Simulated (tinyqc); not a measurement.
Pariser-Parr-Pople SCF with singles CI, for the molecule C=C1C=CC=CC=C1 (SMILES; centres numbered as the heavy atoms are written), step by step. One step of it, computed by the program tinyqc.

Question. Iteration 1: orbitals and new P. Diagonalise F (the basis is taken as orthonormal) and form P = 2 sum c c over the lowest orbitals.

F (eV):
```
           1C         2C         3C         4C         5C         6C         7C         8C
1C  -3.731709  -5.413426   0.452875   0.564138  -0.322436  -0.322436   0.564138   0.452875
2C  -5.413426  -3.629454  -4.217089  -0.109111   0.207205   0.207205  -0.109111  -4.217089
3C   0.452875  -4.217089  -4.266655  -5.448010  -0.159342   0.696964   0.226299  -0.627966
4C   0.564138  -0.109111  -5.448010  -4.894262  -4.554516  -0.136328   0.266465   0.226299
5C  -0.322436   0.207205  -0.159342  -4.554516  -5.050757  -5.340033  -0.136328   0.696964
6C  -0.322436   0.207205   0.696964  -0.136328  -5.340033  -5.050757  -4.554516  -0.159342
7C   0.564138  -0.109111   0.226299   0.266465  -0.136328  -4.554516  -4.894262  -5.448010
8C   0.452875  -4.217089  -0.627966   0.226299   0.696964  -0.159342  -5.448010  -4.266655
```

pi electrons, sum of z_r less the charge = 8

Give: orbital energies; P after iteration 1.

Answer.

orbital energies (eV): -14.176  -11.634  -11.458  -7.061  -0.675  0.541  3.622  5.056

P after iteration 1:
```
        1C      2C      3C      4C      5C      6C      7C      8C
1C   1.157   0.825  -0.123  -0.311   0.189   0.189  -0.311  -0.123
2C   0.825   1.000   0.394   0.015  -0.064  -0.064   0.015   0.394
3C  -0.123   0.394   0.925   0.801   0.042  -0.333  -0.065   0.256
4C  -0.311   0.015   0.801   1.010   0.495   0.010  -0.111  -0.065
5C   0.189  -0.064   0.042   0.495   0.986   0.776   0.010  -0.333
6C   0.189  -0.064  -0.333   0.010   0.776   0.986   0.495   0.042
7C  -0.311   0.015  -0.065  -0.111   0.010   0.495   1.010   0.801
8C  -0.123   0.394   0.256  -0.065  -0.333   0.042   0.801   0.925
```
